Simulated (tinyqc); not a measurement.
MOSFET in the linear regime without short-channel effects, parameter extraction from computed curves: extraction methods against the temperature.

Inversion charge Q = Cox n Vt W0(exp((Vg - VT)/(n Vt))), W0 the Lambert function and n = nf; u = Q/Cox; mobility mu = mu0/(1 + th1 u + th2 u^2); channel resistance Rch = (L - dL)/(W mu Q); Id = Vd/(Rch + Rsd/W). Cox = eps0 eox/tox. Small Vd, no channel-length or drain effects.

From the continuous curve Id(Vg): tangent at peak gm (V_ext = Vg - Id/gm); constant current Id = 0.1 uA W/L; peak of d2Id/dVg2; Y = Id/sqrt(gm) drawn through Vg = VT + 0.6 and VT + 0.8 V, with intercept VT_Y and slope s. Mobilities gm,max L/(W Cox Vd) and s^2 L/(W Cox Vd) with the drawn L. Last column: share of Rsd/W in the total resistance at VT + 0.8 V.

Values chosen for this exercise; channel values of the order met in silicon transistors:
- eox = 21.9 (relative permittivity of the gate insulator (close to hafnium oxide))
- tox = 20 nm (insulator thickness)
- mu0 = 180 cm^2/(V s) (low-field mobility)
- th1 = 0.1 1/V (first mobility attenuation factor)
- th2 = 0 1/V^2 (second mobility attenuation factor)
- VT = 0.41 V (threshold voltage)
- nf = 1.17 (body factor)
- W = 1 um (gate width)
- L = 0.21 um (drawn gate length)
- dL = 0.01 um (drawn less effective length)
- Rsd = 240 ohm um (source plus drain resistance)
- Vd = 0.02 V (drain voltage)

Constants: q = 1.602176634e-19 C, kB = 1.380649e-23 J/K, Vt = kB T/q, eps0 = 8.8541878128e-14 F/cm where lengths are in cm. Results are converted to the units shown.

Extraction methods against the temperature:
columns A: T (K); B: V_ext (V); C: constant current (V); D: second derivative (V); E: VT_Y (V); F: mobility from gm (cm^2/(V s)); G: mobility from Y (cm^2/(V s)); H: series share (%)
```
A        B      C      D      E    F    G     H
77   0.419  0.447  0.408  0.433  165  185  12.9
110  0.421  0.448  0.407  0.438  161  183  12.8
150  0.422  0.447  0.406  0.444  157  180  12.6
220  0.423  0.442  0.405  0.450  151  176  12.4
300  0.423  0.435  0.403  0.454  146  172  12.1
370  0.422  0.426  0.400  0.456  142  167  11.9
450  0.419  0.415  0.397  0.456  138  163  11.7
```

What does the table show?

The model has VT = 0.41 V and mu0 = 180 cm^2/(V s). Over the table the extracted thresholds move by 4.2 mV (tangent), 33 mV (constant current), 11 mV (second derivative), 23 mV (Y function). The mobility from gm falls from 165 to 138 and that from Y falls from 185 to 163 cm^2/(V s).

Computed by the program tinyqc: `OMP_NUM_THREADS=1 python tinyqc.py 2210113 2210114 out.jsonl`, one thread of a shared Intel Xeon 2.30GHz, about 0.01 s for the whole run.
